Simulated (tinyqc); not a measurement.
A ladder of methods, and size consistency: correlation methods against full CI in the sto-3g basis, for H6, spin multiplicity 1. Computed by the program tinyqc with PySCF. 

Geometry (angstrom):
```
atom,x,y,z
H,0.0000,0.0000,0.0000
H,0.0000,0.0000,0.7710
H,0.0000,0.0000,1.7940
H,0.0000,0.0000,2.5660
H,0.0000,0.0000,3.5890
H,0.0000,0.0000,4.3600
```

RHF energy of one = -3.247624 hartree

All electrons correlated; +Q is the Davidson correction (1 - c0^2) E_corr. The last columns treat two copies 100 angstrom apart as one system. FCI is the lowest singlet.

Correlation energies (hartree):
```
method,E_corr of one,share of FCI (%),E_corr of two at 100 angstrom,two minus twice one (mhartree)
MP2,-0.043288,67.5657,-0.086576,0.0000
CISD,-0.062602,97.7109,-0.120882,4.3215
CISD+Q,-0.064926,101.3391,-0.128927,0.9252
CCSD,-0.063928,99.7817,-0.127857,0.0000
CCSD(T),-0.064035,99.9487,-0.128071,0.0000
FCI,-0.064068,100.0000,-,-
```

MP2 recovers 68 %, CISD 97.7 % and CCSD 99.8 % of the FCI value (c0^2 = 0.963 in CISD). MP2 and coupled cluster are size consistent, so their last column vanishes; CISD loses 4.32 mhartree, since a double excitation on each copy is a quadruple of the pair, and the Davidson correction leaves +0.93.
